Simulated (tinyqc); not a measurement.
From results back to parameters: defect-molecule model of a vacancy with Jahn-Teller distortion. Three cases, with inputs chosen for the exercise.

Problem. With et the undistorted t2 level, Uc the repulsion of two electrons, I the Jahn-Teller coupling and k the force constant, the levels above Ev are E(2+/+) = et - E_JT, E(+/0) = et - 3 E_JT + Uc, the Stokes shift of the first transition is 2 E_JT, E_JT = 2 I^2/k and the distortion of the + state is 2 I/k. The values below come from hidden parameters.

Case 1.

levels (eV): (2+/+) 0.09799, (+/0) 0.06397

Stokes shift = 0.184021 eV
distortion of + = 0.098936 angstrom

Case 2.

levels (eV): (2+/+) 0.04149, (+/0) 0.11446

Stokes shift = 0.357026 eV
distortion of + = 0.151282 angstrom

Case 3.

levels (eV): (2+/+) 0.23672, (+/0) 0.12016

Stokes shift = 0.346560 eV
distortion of + = 0.152000 angstrom

Find: et, Uc; I; k.

Solution. E_JT is half the Stokes shift; et = E(2+/+) + E_JT; Uc = E(+/0) - E(2+/+) + 2 E_JT; with Q the distortion, I = E_JT/Q and k = 2 E_JT/Q^2.

Case 1.

et, Uc (eV): 0.190  0.150

I = 0.93 eV/angstrom
k = 18.8 eV/angstrom^2

Case 2.

et, Uc (eV): 0.220  0.430

I = 1.18 eV/angstrom
k = 15.6 eV/angstrom^2

Case 3.

et, Uc (eV): 0.410  0.230

I = 1.14 eV/angstrom
k = 15.0 eV/angstrom^2

Computed by tinyqc, one run a case: `OMP_NUM_THREADS=1 python tinyqc.py N N+1 out.jsonl` with N = 1482422, 1482432, 1482507; one thread of a shared Intel(R) Xeon(R) Processor @ 2.30GHz, about 0.01 s a run at most.
